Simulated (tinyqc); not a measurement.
Electron mobility of a polar semiconductor by Rode's iterative solution of the Boltzmann equation: one step, computed by the program tinyqc. Command: `OMP_NUM_THREADS=1 python tinyqc.py 3018061 3018062 out.jsonl rode walk`. One thread of a shared host (Intel(R) Xeon(R) Processor @ 2.30GHz), about 0.01 s of CPU time with the checks.

The distribution is f(E) + e F l(E) (-df/dE) cos(theta) for a weak field F, theta counted from the force; l(E) is a mean free path. Elastic processes enter by their momentum rate, polar optical phonons by out- and in-scattering terms. One valley only: where upper valleys lie close, measured mobilities are lower. The density n is prescribed, even where a narrow-gap material would have more intrinsic carriers.

Task: The first two iterations on one ladder of the grid. Iteration: l_new(E) = [v(E) + c+ l(E + hbar w) + c- l(E - hbar w)]/(nu + S_o), from l = 0.

Inputs (values chosen for the exercise, modelled on InSb): temperature T = 500 K.

Band: parabolic. Elastic processes: acoustic, piezoelectric, impurity.

Points j = s/2, s/2 + s, ... (the first seven rungs, or as many as the grid holds), rates in 1e12/s:
```
E (meV)   v (m/s)        nu       S_o         c+         c-
13.4437    600828  16.34832  1.370154  0.5644842  0.0000000
37.3438   1001380   5.68567  1.963214  0.6379568  0.3339343
61.2437   1282392   3.27317  2.036226  0.6165403  0.5706852
85.1437   1512051   2.25567  2.016751  0.5854982  0.6832769
109.0438  1711159   1.70936  1.985153  0.5588240  0.7482633
132.9437  1889400   1.37478  1.948832  0.5380018  0.7856048
156.8438  2052219   1.15209  1.909384  0.5218246  0.8049236
```

Give: l after iteration 1; l after iteration 2 (all rungs but the last shown).

Result:

l after iteration 1 (nm): [33.9, 130.9, 241.5, 353.9, 463.2, 568.5, 670.3]

l after iteration 2 (all rungs but the last shown) (nm): [38.1, 152.5, 296.7, 456.0, 620.8, 786.5]

In-scattering lengthens l on the lowest rung by 12.3 % and on the second by 16.5 % in this step. Caution: the gas is degenerate, and screening of the polar coupling, left out here, would raise the mobility.
